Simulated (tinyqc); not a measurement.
# Changing the ripple wavelength over the critical one

Model: strain-driven roughening and islands of a mismatched epitaxial film. Computed by tinyqc, a small Python program. Command: `OMP_NUM_THREADS=1 python tinyqc.py 3008518 3008519 out.jsonl island sweep`. One thread of a shared host (Intel(R) Xeon(R) Processor @ 2.30GHz), about 0.01 s of CPU time with the checks.

Film and substrate share isotropic elastic constants; the film is coherent and biaxially strained.

Inputs (values chosen for the exercise, modelled on GaN on AlN):

| quantity | value | unit |
|---|---|---|
| misfit \|f\| | 0.0252 | - |
| shear modulus G | 125 | GPa |
| Poisson ratio nu | 0.18 | - |
| surface energy gamma | 1.78 | J/m^2 |
| surface mobility D_s nu_s Omega^2/(k_B T) | 9.5e-33 | m^6/(J s) |
| initial ripple amplitude A0 | 0.23 | nm |

Transport: surface diffusion.

Method. M = 2 G (1 + nu)/(1 - nu); stress = M f; energy density w = M f^2. A ripple A cos(k x) has the surface chemical potential per volume [gamma k^2 - 2 (1 + nu) w k] A cos(k x), so k_c = 2 (1 + nu) w/gamma. With surface diffusion the amplitude grows at the rate q = B k^2 [2 (1 + nu) w k - gamma k^2], fastest at k_m = (3/4) k_c. B is the surface mobility. Stress at the trough = stress x (1 + 2 k A).

One run for each value:

| ripple wavelength over the critical one | q over the largest rate | k (1/nm) | stress concentration at A0 |
|---|---|---|---|
| 0.8 | -4.6296e+00 | 0.37863 | 1.1742 |
| 1.0 | -1.3013e-10 | 0.30290 | 1.1393 |
| 1.3 | 9.9592e-01 | 0.23300 | 1.1072 |
| 1.7 | 7.9465e-01 | 0.17818 | 1.0820 |
| 2.2 | 4.8570e-01 | 0.13768 | 1.0633 |
| 2.9 | 2.5471e-01 | 0.10445 | 1.0480 |
| 3.7 | 1.3659e-01 | 0.08187 | 1.0377 |
| 4.8 | 6.7873e-02 | 0.06310 | 1.0290 |
| 6.2 | 3.3367e-02 | 0.04886 | 1.0225 |
| 8.0 | 1.6204e-02 | 0.03786 | 1.0174 |

Over the rows, q over the largest rate goes from -4.63 through a maximum among these rows, 0.996 at 1.30, to 0.0162; k (1/nm) falls from 0.379 to 0.0379 (exponent d ln y / d ln x about -1.0 throughout); stress concentration at A0 falls from 1.17 to 1.02 (exponent d ln y / d ln x -0.13 between the first rows and -0.019 between the last). The rate is negative below the critical wavelength, where surface energy wins, and falls again at long wavelength, as k^3, since atoms must diffuse farther.

Extremes, crossings and ranges named in words are read from the listed rows.
